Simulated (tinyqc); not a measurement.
What each parameter does: pair of shallow donors (hydrogen-like orbitals).

Each donor has the orbital exp(-r/a); energy unit Ha* = q/(eps a), q = e^2/(4 pi eps0), so that a lone donor is bound by Ha*/2; x = R/a. One electron: S = (1 + x + x^2/3) exp(-x), j = 1/x - (1 + 1/x) exp(-2x), k = (1 + x) exp(-x); levels E(+/-) = -1/2 - (j +/- k)/(1 +/- S) in Ha*, without the repulsion of the ions, split by D = |E(-) - E(+)|.

Two electrons, Heitler-London: with S' = (1 - x + x^2/3) exp(x), C = 1/x - exp(-2x)(1/x + 11/8 + 3x/4 + x^2/6), X = (1/5){exp(-2x)(25/8 - 23x/4 - 3x^2 - x^3/3) + (6/x)[S^2 (0.5772157 + ln x) + S'^2 Ei(-4x) - 2 S S' Ei(-2x)]}, Q = C - 2j + 1/x and A = X - 2 S k + S^2/x, the singlet and triplet lie at (Q +/- w A)/(1 +/- w S^2) from two lone donors, with the valley weight w = 1 (one valley); the exchange is J = triplet - singlet.

Constants: e^2/(4 pi eps0) = 14.39964547 eV angstrom.

Values chosen for the exercise (out of a larger set: near those of two donors in GaN; not measured data):

| symbol | value | unit | meaning |
|---|---|---|---|
| a | 23.8 | angstrom | orbital radius |
| eps | 9.3 |  | dielectric constant |
| R | 135 | angstrom | separation |

x, D = |E(-) - E(+)| and J.

Results for these values:

| case | x | D (meV) | J (micro-eV) |
|---|---|---|---|
| base | 5.672 | 1.620 | 99.7 |

What happens to each result for eps = 10.2, all else kept?

Answer: x does not change at the printed digits; D falls from 1.620 to 1.477; J falls from 99.7 to 90.9.

The same for each parameter in turn:

| case | x | D (meV) | J (micro-eV) |
|---|---|---|---|
| base | 5.672 | 1.620 | 99.7 |
| a = 26.2 angstrom | 5.153 | 2.233 | 207 |
| eps = 10.2 | 5.672 | 1.477 | 90.9 |
| R = 155 angstrom | 6.513 | 0.8099 | 25.2 |

Computed by tinyqc, a small Python program: `OMP_NUM_THREADS=1 python tinyqc.py 1281908 1281909 out.jsonl` (the numbers bound the seed that draws the inputs); one thread of a shared host (Intel(R) Xeon(R) Processor @ 2.30GHz), about 0.01 s for the whole set of steps.
